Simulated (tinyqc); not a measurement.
Inside a calculation (part 1 of 2). Method: CCD on RHF in the sto-3g basis, for BeH2, spin multiplicity 1. Computed by tinyqc, a small Python program that keeps every step (integrals from PySCF). Settings: charge = 0, multiplicity = 1, basis = sto-3g, method = RHF, energy threshold = 1e-10, iteration cap = 54, orthogonalisation = symmetric, start = core, DIIS depth = 6, amplitude equations = CCD, DIIS depth for amplitudes = 4, cap on updates = 75. Command: `OMP_NUM_THREADS=1 python tinyqc.py 29817 29818 out.jsonl` (the two numbers bound the seeds that draw the settings). One thread of a shared host (Intel(R) Xeon(R) Processor @ 2.60GHz), about 0.09 s of CPU time with the checks. The early iterations of the SCF are left out here.

## One-electron integrals

Geometry (angstrom):
```
atom        x         y        z
Be    0.00000   0.00000  0.00000
H     0.00000   1.42700  0.08200
H     0.00000  -1.42700  0.08200
```

Basis sto-3g: exponents (1/bohr^2) and contraction coefficients of normalised primitives:
```
element  l (shell)  exponent  coefficient
Be           s (1)  30.16787      0.15433
Be           s (1)   5.49512      0.53533
Be           s (1)   1.48719      0.44463
Be           s (2)   1.31483     -0.09997
Be           s (2)   0.30554      0.39951
Be           s (2)   0.09937      0.70012
Be           p (3)   1.31483      0.15592
Be           p (3)   0.30554      0.60768
Be           p (3)   0.09937      0.39196
H            s (1)   3.42525      0.15433
H            s (1)   0.62391      0.53533
H            s (1)   0.16886      0.44463
```

Overlap, kinetic and nuclear-attraction integrals over the contracted functions; the nuclear repulsion is the sum of Za Zb / Rab.

nuclear repulsion = 3.1471858 hartree

overlap S, lower triangle:
```
          1Be 1s   1Be 2s  1Be 2px   1Be 2py  1Be 2pz    2H 1s    3H 1s
1Be 1s   1.00000
1Be 2s   0.25952  1.00000
1Be 2px  0.00000  0.00000  1.00000
1Be 2py  0.00000  0.00000  0.00000   1.00000
1Be 2pz  0.00000  0.00000  0.00000   0.00000  1.00000
2H 1s    0.05707  0.42432  0.00000   0.49861  0.02865  1.00000
3H 1s    0.05707  0.42432  0.00000  -0.49861  0.02865  0.02474  1.00000
```

kinetic energy T (hartree), lower triangle:
```
           1Be 1s   1Be 2s  1Be 2px   1Be 2py  1Be 2pz     2H 1s    3H 1s
1Be 1s    6.69397
1Be 2s   -0.03301  0.21111
1Be 2px   0.00000  0.00000  0.66059
1Be 2py   0.00000  0.00000  0.00000   0.66059
1Be 2pz   0.00000  0.00000  0.00000   0.00000  0.66059
2H 1s    -0.01487  0.05600  0.00000   0.16470  0.00946   0.76003
3H 1s    -0.01487  0.05600  0.00000  -0.16470  0.00946  -0.00790  0.76003
```

nuclear attraction V (hartree), lower triangle:
```
            1Be 1s    1Be 2s   1Be 2px   1Be 2py   1Be 2pz     2H 1s     3H 1s
1Be 1s   -15.30153
1Be 2s    -2.09140  -3.01624
1Be 2px    0.00000   0.00000  -2.92695
1Be 2py    0.00000   0.00000   0.00000  -3.13917
1Be 2pz   -0.00182  -0.01581   0.00000   0.00000  -2.92765
2H 1s     -0.45834  -1.21571   0.00000  -1.39493  -0.08176  -2.88482
3H 1s     -0.45834  -1.21571   0.00000   1.39493  -0.08176  -0.08341  -2.88482
```

core Hamiltonian H = T + V (hartree), lower triangle:
```
           1Be 1s    1Be 2s   1Be 2px   1Be 2py   1Be 2pz     2H 1s     3H 1s
1Be 1s   -8.60756
1Be 2s   -2.12442  -2.80513
1Be 2px   0.00000   0.00000  -2.26636
1Be 2py   0.00000   0.00000   0.00000  -2.47857
1Be 2pz  -0.00182  -0.01581   0.00000   0.00000  -2.26706
2H 1s    -0.47321  -1.15971   0.00000  -1.23023  -0.07230  -2.12479
3H 1s    -0.47321  -1.15971   0.00000   1.23023  -0.07230  -0.09131  -2.12479
```

## Two-electron integrals

Functions are numbered as in S; the eight-fold symmetry (ij|kl) = (ji|kl) = (kl|ij) leaves the list below.

Two-electron integrals (ij|kl) in chemists' order, unique and non-zero (hartree):
```
(11|11) 2.29883     (21|11) 0.39204     (21|21) 0.07954     (22|11) 0.57099
(22|21) 0.14304     (22|22) 0.41768     (31|31) 0.01461     (32|31) 0.02189
(32|32) 0.09226     (33|11) 0.56958     (33|21) 0.14308     (33|22) 0.41759
(33|33) 0.44986     (41|41) 0.01461     (42|41) 0.02189     (42|42) 0.09226
(43|43) 0.02425     (44|11) 0.56958     (44|21) 0.14308     (44|22) 0.41759
(44|33) 0.40136     (44|44) 0.44986     (51|51) 0.01461     (52|51) 0.02189
(52|52) 0.09226     (53|53) 0.02425     (54|54) 0.02425     (55|11) 0.56958
(55|21) 0.14308     (55|22) 0.41759     (55|33) 0.40136     (55|44) 0.40136
(55|55) 0.44986     (61|11) 0.08520     (61|21) 0.01728     (61|22) 0.03132
(61|33) 0.03110     (61|41) 0.00153     (61|42) 0.00288     (61|44) 0.03179
(61|51) 0.00009     (61|52) 0.00017     (61|54) 3.95e-05    (61|55) 0.03110
(61|61) 0.00394     (62|11) 0.20161     (62|21) 0.05122     (62|22) 0.16228
(62|33) 0.15619     (62|41) 0.00671     (62|42) 0.04067     (62|44) 0.17425
(62|51) 0.00039     (62|52) 0.00234     (62|54) 0.00104     (62|55) 0.15625
(62|61) 0.01231     (62|62) 0.09285     (63|31) 0.00477     (63|32) 0.02215
(63|43) 0.00709     (63|53) 0.00041     (63|63) 0.00869     (64|11) 0.21415
(64|21) 0.05508     (64|22) 0.18306     (64|33) 0.17221     (64|41) 0.01092
(64|42) 0.06335     (64|44) 0.20451     (64|51) 0.00035     (64|52) 0.00237
(64|54) 0.00145     (64|55) 0.17227     (64|61) 0.01385     (64|62) 0.11928
(64|64) 0.15850     (65|11) 0.01231     (65|21) 0.00317     (65|22) 0.01052
(65|33) 0.00990     (65|41) 0.00035     (65|42) 0.00237     (65|44) 0.01094
(65|51) 0.00479     (65|52) 0.02229     (65|54) 0.00715     (65|55) 0.01071
(65|61) 0.00080     (65|62) 0.00685     (65|64) 0.00861     (65|65) 0.00918
(66|11) 0.36781     (66|21) 0.09514     (66|22) 0.33738     (66|33) 0.31289
(66|41) 0.01482     (66|42) 0.11528     (66|44) 0.38585     (66|51) 0.00085
(66|52) 0.00662     (66|54) 0.00419     (66|55) 0.31313     (66|61) 0.02349
(66|62) 0.24378     (66|64) 0.33289     (66|65) 0.01913     (66|66) 0.77461
(71|11) 0.08520     (71|21) 0.01728     (71|22) 0.03132     (71|33) 0.03110
(71|41) -0.00153    (71|42) -0.00288    (71|44) 0.03179     (71|51) 0.00009
(71|52) 0.00017     (71|54) -3.95e-05   (71|55) 0.03110     (71|61) 0.00359
(71|62) 0.01038     (71|64) 0.01075     (71|65) 0.00068     (71|66) 0.01904
(71|71) 0.00394     (72|11) 0.20161     (72|21) 0.05122     (72|22) 0.16228
(72|33) 0.15619     (72|41) -0.00671    (72|42) -0.04067    (72|44) 0.17425
(72|51) 0.00039     (72|52) 0.00234     (72|54) -0.00104    (72|55) 0.15625
(72|61) 0.01038     (72|62) 0.04878     (72|64) 0.05008     (72|65) 0.00355
(72|66) 0.09467     (72|71) 0.01231     (72|72) 0.09285     (73|31) 0.00477
(73|32) 0.02215     (73|43) -0.00709    (73|53) 0.00041     (73|63) 0.00364
(73|73) 0.00869     (74|11) -0.21415    (74|21) -0.05508    (74|22) -0.18306
(74|33) -0.17221    (74|41) 0.01092     (74|42) 0.06335     (74|44) -0.20451
(74|51) -0.00035    (74|52) -0.00237    (74|54) 0.00145     (74|55) -0.17227
(74|61) -0.01075    (74|62) -0.05008    (74|64) -0.04946    (74|65) -0.00359
(74|66) -0.09594    (74|71) -0.01385    (74|72) -0.11928    (74|74) 0.15850
(75|11) 0.01231     (75|21) 0.00317     (75|22) 0.01052     (75|33) 0.00990
(75|41) -0.00035    (75|42) -0.00237    (75|44) 0.01094     (75|51) 0.00479
(75|52) 0.02229     (75|54) -0.00715    (75|55) 0.01071     (75|61) 0.00068
(75|62) 0.00355     (75|64) 0.00359     (75|65) 0.00389     (75|66) 0.00705
(75|71) 0.00080     (75|72) 0.00685     (75|74) -0.00861    (75|75) 0.00918
(76|11) 0.01546     (76|21) 0.00383     (76|22) 0.01081     (76|33) 0.01065
(76|44) 0.01113     (76|51) 0.00006     (76|52) 0.00028     (76|55) 0.01066
(76|61) 0.00084     (76|62) 0.00432     (76|64) 0.00495     (76|65) 0.00035
(76|66) 0.00923     (76|71) 0.00084     (76|72) 0.00432     (76|74) -0.00495
(76|75) 0.00035     (76|76) 0.00029     (77|11) 0.36781     (77|21) 0.09514
(77|22) 0.33738     (77|33) 0.31289     (77|41) -0.01482    (77|42) -0.11528
(77|44) 0.38585     (77|51) 0.00085     (77|52) 0.00662     (77|54) -0.00419
(77|55) 0.31313     (77|61) 0.01904     (77|62) 0.09467     (77|64) 0.09594
(77|65) 0.00705     (77|66) 0.18540     (77|71) 0.02349     (77|72) 0.24378
(77|74) -0.33289    (77|75) 0.01913     (77|76) 0.00923     (77|77) 0.77461
```

## Orthogonalisation

S = U s U^T; symmetric (Loewdin) form X = U s^(-1/2) U^T, so that X^T S X = 1.

eigenvalues of S: 0.28238  0.38191  0.94113  1.00000  1.00436  1.69288  1.69734

X, lower triangle:
```
           1Be 1s    1Be 2s  1Be 2px   1Be 2py   1Be 2pz     2H 1s    3H 1s
1Be 1s    1.02854
1Be 2s   -0.15282   1.21659
1Be 2px   0.00000   0.00000  1.00000
1Be 2py   0.00000   0.00000  0.00000   1.31544
1Be 2pz  -0.00114   0.01254  0.00000   0.00000   1.00083
2H 1s     0.02000  -0.27885  0.00000  -0.39354  -0.01848   1.25168
3H 1s     0.02000  -0.27885  0.00000   0.39354  -0.01848  -0.08329  1.25168
```

## Iteration 7 (converged): orbitals

converged F (hartree), lower triangle:
```
           1Be 1s    1Be 2s  1Be 2px   1Be 2py   1Be 2pz     2H 1s     3H 1s
1Be 1s   -4.52136
1Be 2s   -1.28841  -0.61565
1Be 2px   0.00000   0.00000  0.21345
1Be 2py   0.00000   0.00000  0.00000  -0.19844
1Be 2pz   0.00133  -0.01189  0.00000   0.00000   0.21255
2H 1s    -0.29222  -0.38341  0.00000  -0.32187  -0.01464  -0.27726
3H 1s    -0.29222  -0.38341  0.00000   0.32187  -0.01464  -0.03273  -0.27726
```

Diagonalise F' = X^T F X, C = X C', fill 3 alpha and 3 beta electrons from the bottom; D = 2 C_occ C_occ^T. Each column has its largest component positive (the first on a tie).

F' = X^T F X (hartree), lower triangle:
```
          1         2        3         4         5         6        7
1  -4.41211
2  -0.69556  -0.11559
3   0.00000   0.00000  0.21345
4   0.00000   0.00000  0.00000   0.24739
5   0.00096   0.00513  0.00000   0.00000   0.21374
6  -0.03171  -0.31187  0.00000  -0.43374  -0.01846   0.07944
7  -0.03171  -0.31187  0.00000   0.43374  -0.01846  -0.09972  0.07944
```

orbital energies (hartree): MO1 -4.52477, MO2 -0.44053, MO3 -0.40108, MO4 0.21176, MO5 0.21345, MO6 0.41929, MO7 0.82763

coefficients C:
```
              MO1       MO2       MO3       MO4      MO5       MO6       MO7
1Be 1s    0.99178  -0.21790   0.00000   0.02802  0.00000  -0.22397   0.00000
1Be 2s    0.03168   0.57872   0.00000  -0.12266  0.00000   1.14374   0.00000
1Be 2px   0.00000   0.00000   0.00000   0.00000  1.00000   0.00000   0.00000
1Be 2py   0.00000   0.00000   0.49965   0.00000  0.00000   0.00000   1.33809
1Be 2pz  -0.00003   0.01340   0.00000   0.99227  0.00000   0.13312   0.00000
2H 1s    -0.00346   0.39271   0.41533   0.05499  0.00000  -0.77705  -0.93458
3H 1s    -0.00346   0.39271  -0.41533   0.05499  0.00000  -0.77705   0.93458
```

D after iteration 7, lower triangle:
```
           1Be 1s   1Be 2s  1Be 2px   1Be 2py  1Be 2pz     2H 1s    3H 1s
1Be 1s    2.06222
1Be 2s   -0.18936  0.67183
1Be 2px   0.00000  0.00000  0.00000
1Be 2py   0.00000  0.00000  0.00000   0.49929
1Be 2pz  -0.00590  0.01551  0.00000   0.00000  0.00036
2H 1s    -0.17801  0.45432  0.00000   0.41504  0.01053   0.65347
3H 1s    -0.17801  0.45432  0.00000  -0.41504  0.01053  -0.03653  0.65347
```

## Convergence

Stop when the energy changes by less than 1e-10 hartree and every element of the error matrix X^T (F D S - S D F) X is below 3e-06.

Course of the cycle:
```
iteration  E (hartree)     change  largest element of the error matrix
1          -14.9775413          -                             5.62e-01
2          -15.5443213  -5.67e-01                             4.71e-02
3          -15.5470890  -2.77e-03                             2.73e-03
4          -15.5471168  -2.78e-05                             7.08e-04
5          -15.5471186  -1.72e-06                             3.73e-05
6          -15.5471186  -5.20e-09                             4.03e-06
7          -15.5471186  -2.82e-11                             2.34e-08
```

PySCF RHF in the same basis = -15.5471186 hartree

Converged in 7 iterations.

## Integrals over molecular orbitals

(pq|rs) = sum C_ip C_jq C_kr C_ls (ij|kl), one index at a time.

one-electron integrals over orbitals h = C^T H C (hartree), lower triangle:
```
          1         2         3         4         5         6         7
1  -8.59604
2   0.21654  -2.39038
3   0.00000   0.00000  -2.34151
4  -0.02918   0.00831   0.00000  -2.26356
5   0.00000   0.00000   0.00000   0.00000  -2.26636
6   0.19836  -0.20675   0.00000  -0.03050   0.00000  -1.91074
7   0.00000   0.00000  -0.29695   0.00000   0.00000   0.00000  -1.83622
```

Two-electron integrals over orbitals (pq|rs), unique and non-zero (hartree):
```
(11|11) 2.27163    (21|11) -0.19254   (21|21) 0.02511    (22|11) 0.47380
(22|21) -0.00618   (22|22) 0.38803    (31|31) 0.00553    (32|31) 0.01264
(32|32) 0.16211    (33|11) 0.44135    (33|21) -0.00259   (33|22) 0.40072
(33|33) 0.42393    (41|11) 0.02399    (41|21) -0.00288   (41|22) 0.00193
(41|33) 0.00110    (41|41) 0.01594    (42|11) -0.01072   (42|21) 0.00094
(42|22) 0.00566    (42|33) 0.00603    (42|41) 0.01483    (42|42) 0.04845
(43|31) -0.00006   (43|32) 0.00749    (43|43) 0.01423    (44|11) 0.56820
(44|21) -0.00772   (44|22) 0.36153    (44|33) 0.34725    (44|41) -0.00313
(44|42) -0.01541   (44|44) 0.45102    (51|51) 0.01576    (52|51) 0.01510
(52|52) 0.04839    (53|53) 0.01368    (54|51) -0.00199   (54|52) -0.00526
(54|54) 0.02472    (55|11) 0.56918    (55|21) -0.00765   (55|22) 0.36223
(55|33) 0.34742    (55|41) 0.00079    (55|42) -0.00511   (55|44) 0.40102
(55|55) 0.44986    (61|11) -0.18688   (61|21) 0.02500    (61|22) -0.00620
(61|33) -0.00345   (61|41) -0.00125   (61|42) 0.00229    (61|44) -0.00567
(61|55) -0.00518   (61|61) 0.02523    (62|11) 0.12301    (62|21) -0.00629
(62|22) -0.01957   (62|33) -0.04379   (62|41) 0.00223    (62|42) -0.00213
(62|44) 0.05721    (62|55) 0.05898    (62|61) -0.00442   (62|62) 0.07985
(63|31) -0.00153   (63|32) -0.09289   (63|43) -0.00620   (63|63) 0.08410
(64|11) 0.01047    (64|21) 0.00022    (64|22) 0.00186    (64|33) -0.00187
(64|41) 0.01573    (64|42) 0.04475    (64|44) -0.00285   (64|55) 0.00391
(64|61) 0.00201    (64|62) 0.01245    (64|64) 0.04842    (65|51) 0.01623
(65|52) 0.04680    (65|54) -0.00352   (65|65) 0.04993    (66|11) 0.47141
(66|21) -0.00666   (66|22) 0.38884    (66|33) 0.39935    (66|41) 0.00491
(66|42) 0.01479    (66|44) 0.35933    (66|55) 0.36166    (66|61) -0.00585
(66|62) -0.02932   (66|64) 0.00944    (66|66) 0.40686    (71|31) 0.01044
(71|32) 0.01926    (71|43) -0.00035   (71|63) -0.00097   (71|71) 0.01996
(72|31) 0.00403    (72|32) -0.04196   (72|43) -0.00663   (72|63) 0.06136
(72|71) 0.00785    (72|72) 0.05680    (73|11) 0.14504    (73|21) -0.00457
(73|22) -0.00280   (73|33) -0.01906   (73|41) -0.00017   (73|42) -0.00938
(73|44) 0.06416    (73|55) 0.06428    (73|61) -0.00355   (73|62) 0.07486
(73|64) 0.00523    (73|66) -0.02330   (73|73) 0.08452    (74|31) -0.00154
(74|32) -0.01578   (74|43) 0.01285    (74|63) 0.00957    (74|71) -0.00260
(74|72) 0.00265    (74|74) 0.01842    (75|53) 0.01355    (75|75) 0.01674
(76|31) 0.01045    (76|32) 0.14059    (76|43) 0.00838    (76|63) -0.09259
(76|71) 0.01627    (76|72) -0.05194   (76|74) -0.01360   (76|76) 0.13723
(77|11) 0.56361    (77|21) -0.00835   (77|22) 0.41559    (77|33) 0.43336
(77|41) 0.00067    (77|42) 0.00129    (77|44) 0.38570    (77|55) 0.38520
(77|61) -0.00826   (77|62) -0.02829   (77|64) -0.00369   (77|66) 0.42435
(77|73) -0.00388   (77|77) 0.47316
```

## CCD: starting amplitudes

t_ij^ab = <ij||ab> / (e_i + e_j - e_a - e_b), whose energy is MP2.

Starting amplitudes (spin orbitals 1a, 1b, ...; amplitudes related by a flip of all spins are not repeated; the 24 largest):
```
from      to         t
3a 3b  6a 6b  -0.05126
2a 2b  6a 6b  -0.04643
2a 2b  4a 4b  -0.03714
2a 2b  5a 5b  -0.03700
2a 3b  6a 7b  -0.03584
3a 3b  7a 7b  -0.03440
2a 3b  6b 7a   0.02938
2a 2b  7a 7b  -0.02239
3a 3b  4a 4b  -0.01161
3a 3b  5a 5b  -0.01113
2a 3a  6a 7a  -0.00646
2a 3b  4a 7b   0.00499
3a 3b  4a 6b   0.00433
2a 3b  4b 7a  -0.00352
1a 2b  5a 5b  -0.00280
1a 2b  4a 4b  -0.00275
1a 1b  6a 6b  -0.00255
1a 1b  7a 7b  -0.00186
1a 1b  4a 4b  -0.00168
1a 1b  5a 5b  -0.00166
2a 3a  4a 7a   0.00146
2a 2b  4a 6b   0.00141
1a 2b  7a 7b  -0.00119
1a 2b  6a 6b   0.00076
```

correlation energy = -0.0258157 hartree

## CCD: amplitude update 1

t_ij^ab D_ij^ab are set to the remaining terms of the spin-orbital equations, evaluated with the old amplitudes; for the doubles these are <ij||ab> + 1/2 <ab||ef> t_ij^ef + 1/2 <mn||ij> t_mn^ab + P(ij)P(ab) <mb||ej> t_im^ae + terms in t^2, D the orbital-energy denominators.

Amplitudes after update 1 (spin orbitals 1a, 1b, ...; amplitudes related by a flip of all spins are not repeated; the 24 largest):
```
from      to         t
3a 3b  6a 6b  -0.07082
2a 2b  6a 6b  -0.06046
2a 3b  6a 7b  -0.04948
2a 2b  4a 4b  -0.04697
2a 2b  5a 5b  -0.04680
3a 3b  7a 7b  -0.04397
2a 3b  6b 7a   0.04213
2a 2b  7a 7b  -0.02936
3a 3b  4a 4b  -0.00865
3a 3b  5a 5b  -0.00784
2a 3a  6a 7a  -0.00735
3a 3b  4a 6b   0.00703
2a 3b  4a 7b   0.00676
2a 3b  4b 7a  -0.00504
1a 2b  5a 5b  -0.00308
1a 2b  4a 4b  -0.00303
1a 1b  6a 6b  -0.00211
2a 2b  4a 6b   0.00198
2a 3a  4a 7a   0.00172
1a 1b  7a 7b  -0.00170
1a 1b  4a 4b  -0.00157
1a 1b  5a 5b  -0.00155
1a 2b  7a 7b  -0.00136
1a 2b  6a 6b   0.00084
```

correlation energy = -0.0343732 hartree

## CCD: amplitude update 2

As before.

Amplitudes after update 2 (spin orbitals 1a, 1b, ...; amplitudes related by a flip of all spins are not repeated; the 24 largest):
```
from      to         t
3a 3b  6a 6b  -0.07916
2a 2b  6a 6b  -0.06517
2a 3b  6a 7b  -0.05413
2a 2b  4a 4b  -0.05006
2a 2b  5a 5b  -0.04988
3a 3b  7a 7b  -0.04711
2a 3b  6b 7a   0.04672
2a 2b  7a 7b  -0.03210
3a 3b  4a 6b   0.00848
2a 3a  6a 7a  -0.00741
2a 3b  4a 7b   0.00735
2a 3b  4b 7a  -0.00560
3a 3b  4a 4b  -0.00550
3a 3b  5a 5b  -0.00449
1a 2b  5a 5b  -0.00308
1a 2b  4a 4b  -0.00303
2a 2b  4a 6b   0.00219
1a 1b  6a 6b  -0.00210
2a 3a  4a 7a   0.00176
1a 1b  7a 7b  -0.00170
1a 1b  4a 4b  -0.00156
1a 1b  5a 5b  -0.00155
1a 2b  7a 7b  -0.00138
1a 2b  6a 6b   0.00086
```

correlation energy = -0.0373773 hartree

## CCD: amplitude update 3

t_ij^ab D_ij^ab are set to the remaining terms of the spin-orbital equations, evaluated with the old amplitudes; for the doubles these are <ij||ab> + 1/2 <ab||ef> t_ij^ef + 1/2 <mn||ij> t_mn^ab + P(ij)P(ab) <mb||ej> t_im^ae + terms in t^2, D the orbital-energy denominators. DIIS then mixes the stored amplitudes.

DIIS coefficients: -0.63904  1.63904

Amplitudes after update 3 (spin orbitals 1a, 1b, ...; amplitudes related by a flip of all spins are not repeated; the 24 largest):
```
from      to         t
3a 3b  6a 6b  -0.08496
2a 2b  6a 6b  -0.06755
2a 3b  6a 7b  -0.05689
2a 2b  4a 4b  -0.05201
2a 2b  5a 5b  -0.05185
2a 3b  6b 7a   0.04946
3a 3b  7a 7b  -0.04871
2a 2b  7a 7b  -0.03381
3a 3b  4a 6b   0.00964
2a 3b  4a 7b   0.00771
2a 3a  6a 7a  -0.00743
2a 3b  4b 7a  -0.00594
1a 2b  5a 5b  -0.00307
1a 2b  4a 4b  -0.00302
3a 3b  4a 4b  -0.00246
2a 2b  4a 6b   0.00224
1a 1b  6a 6b  -0.00208
2a 3a  4a 7a   0.00177
1a 1b  7a 7b  -0.00168
1a 1b  4a 4b  -0.00155
1a 1b  5a 5b  -0.00154
1a 2b  7a 7b  -0.00139
3a 3b  5a 5b  -0.00128
1a 2b  6a 6b   0.00087
```

correlation energy = -0.0391658 hartree
